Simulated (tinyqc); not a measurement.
Charge stability of a double quantum dot, constant-interaction model with a charge sensor: one step of the calculation.

Capacitance matrix C = [[C1, -Cm], [-Cm, C2]], C1 = G1 + X1 + Cm + L1, C2 = G2 + X2 + Cm + L2. Gate charges n1 = (G1 V1 + X1 V2)/q, n2 = (X2 V1 + G2 V2)/q. The state (N1, N2) has U = (1/2) d^T E d with d = (N1 - n1, N2 - n2) and E = q^2 C^(-1). Leads at 0 V; no tunnel coupling, spin or level spacing. The sensor reads s1 <N1> + s2 <N2>.

Task. Triple points. The states (0,0), (1,0), (0,1) meet where E n = (EC1/2, EC2/2), and (1,1), (1,0), (0,1) where E n = (EC1/2 + ECm, EC2/2 + ECm); the gate voltages follow from n.

Parameters, values chosen for the exercise: gate 1 to dot 1 G1 = 2.3 aF; gate 2 to dot 2 G2 = 2.4 aF; gate 2 to dot 1 X1 = 0.28 aF; gate 1 to dot 2 X2 = 0.27 aF.

Constants: q = 1.602176634e-19 C. Results are converted to the units shown.

E (meV):
```
           1          2
1  12.095332   2.643290
2   2.643290  12.651334
```

Give: gate charges; gate voltages; distance between the points.

Result.

gate charges:
```
                     n1       n2
electron point  0.40943  0.41446
hole point      0.59057  0.58554
```

gate voltages (mV):
```
                    V1      V2
electron point  25.501  24.799
hole point      36.886  34.940
```

distance between the points = 15.246 mV

The line between the two points is the (1,0)-(0,1) transition, where an electron moves from dot to dot.

Numbers from tinyqc (`OMP_NUM_THREADS=1 python tinyqc.py 2470135 2470136 out.jsonl`; about 0.01 s on one thread of a shared Intel Xeon 2.30GHz).
